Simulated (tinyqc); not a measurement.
# AlGaN/GaN HEMT with access regions, lumped model, step by step

Computed by the program tinyqc: `OMP_NUM_THREADS=1 python tinyqc.py 2570054 2570055 out.jsonl`, one thread of a shared Intel Xeon 2.30GHz, about 0.01 s for the whole run. Printed values are rounded.

A polarisation-induced electron sheet under a Schottky gate, in series with two ungated access regions and contacts. Drift law v = mu E/(1 + mu E/vs) under the gate. Currents in mA/mm, resistances in ohm mm. No self-heating, no channel-length modulation; fits for polarisation, barrier and offset are chosen for the exercise.

Parameters, values chosen for the exercise; values close to those of AlGaN/GaN structures:
```
symbol  value        unit                                               meaning
x        0.22                                    aluminium share of the barrier
d          18          nm                                     barrier thickness
eps_r     9.6                      relative permittivity of barrier and channel
mu       1500  cm^2/(V s)                                      channel mobility
vs      1.3e7        cm/s                                   saturation velocity
Lg       0.25          um                                           gate length
Ls        1.5          um                                  source access length
Ld          2          um                                   drain access length
Rc       0.31      ohm mm                            resistance of each contact
ft          0              share of the drain-access electrons removed by traps
Vg          1           V                                          gate voltage
Vd          6           V                                         drain voltage
Ec        3.3       MV/cm                                        critical field
te       0.17          um          depth over which the depleted charge spreads
tf         50          nm                       insulator under the field plate
ei          7                           relative permittivity of that insulator
```

Constants: q = 1.602176634e-19 C, eps0 = 8.8541878128e-14 F/cm where lengths are in cm. Results are converted to the units shown.

## Polarisation charge, threshold and sheet resistance

sigma = (5e13 x + 1.6e13 x^2) cm^-2, phiB = 0.84 + 1.3 x, dEc = 0.7 (1.71 x + x^2) in volts, Cb = eps0 eps_r/d, VT = phiB - dEc - q sigma/Cb, access density n0 = -Cb VT/q. Rsh = 1/(q mu n0); largest access current q n0 vs.

sigma = 1.17744e13 cm^-2
Cb = 0.472223 uF/cm^2
VT = -3.16608 V
n0 = 9.33167e12 cm^-2
Rsh = 445.902 ohm
q n0 vs = 1943.63 mA/mm

## Iteration 1: drain current

I at the start = 940 mA/mm

Access resistance R(L, n) = L/(q mu n sqrt(1 - (I/(q n vs))^2)); Rs = Rc + R(Ls, n0), Rd = Rc + R(Ld, (1 - ft) n0). Vg' = Vg - I Rs, Vd' = Vd - I (Rs + Rd); with u = Vg' - VT, Vc = vs Lg/mu and w the smaller of Vd' and Vc [sqrt(1 + 2 u/Vc) - 1] (0 if negative), the channel gives (mu Cb/Lg)(u w - w^2/2)/(1 + w/Vc). I(new) = I + 0.5 (channel current - I).

Rs = 1.07417 ohm mm
Rd = 1.32889 ohm mm
Vg' = -0.00971599 V
Vd' = 3.74113 V
channel current = 1340.50 mA/mm
I after iteration 1 = 1140.25 mA/mm

## Iteration 2: drain current

As before.

Rs = 1.13592 ohm mm
Rd = 1.41122 ohm mm
Vg' = -0.295229 V
Vd' = 3.09563 V
channel current = 1197.89 mA/mm
I after iteration 2 = 1169.07 mA/mm

## Course of the iteration: drain current

Stop when I changes by less than 1e-6 mA/mm, or after 60 iterations. I must stay below q (1 - ft) n0 vs.

Course of the iteration:
```
iteration  I (mA/mm)  |change| (mA/mm)
1            1140.25               200
2            1169.07              28.8
3            1172.07              3.00
4            1172.36             0.292
5            1172.39            0.0281
6            1172.39           2.71e-3
7            1172.39           2.61e-4
8            1172.39           2.52e-5
9            1172.39           2.42e-6
10           1172.39           2.34e-7
```

Converged in 10 iterations. At the end each change is about 0.096 times the one before: linear convergence. Of Vd, 49.7 % reaches the channel; the access current is 60 % of its limit.

## On-resistance and breakdown

sigma = (5e13 x + 1.6e13 x^2) cm^-2, phiB = 0.84 + 1.3 x, dEc = 0.7 (1.71 x + x^2) in volts, Cb = eps0 eps_r/d, VT = phiB - dEc - q sigma/Cb, access density n0 = -Cb VT/q. Ron = 2 Rc + Ls/(q mu n0) + Ld/(q mu (1 - ft) n0) + Lg/(mu Cb (Vg - VT)). Off state: a depleted stretch that holds the voltage V has the peak field sqrt(k V), k = 2 q n0/(eps0 eps_r te), so one edge holds V1 = Ec^2/k. The sheet under the plate pinches off at Vf = q n0 (1/Cb + tf/(eps0 ei)); beyond it the gate edge is screened. BV = V1 if Vf >= V1, else Vf + V1, and at most Ec Ld. Specific resistance Ron (Ls + Lg + Ld); figure of merit BV^2 over it.

Ron = 2.26537 ohm mm
Vf = 15.2273 V
V1 = 52.6256 V
BV = 67.8530 V
specific resistance = 0.0849515 mohm cm^2
figure of merit = 54.1959 MW/cm^2

The plate raises BV by a factor of 1.29.
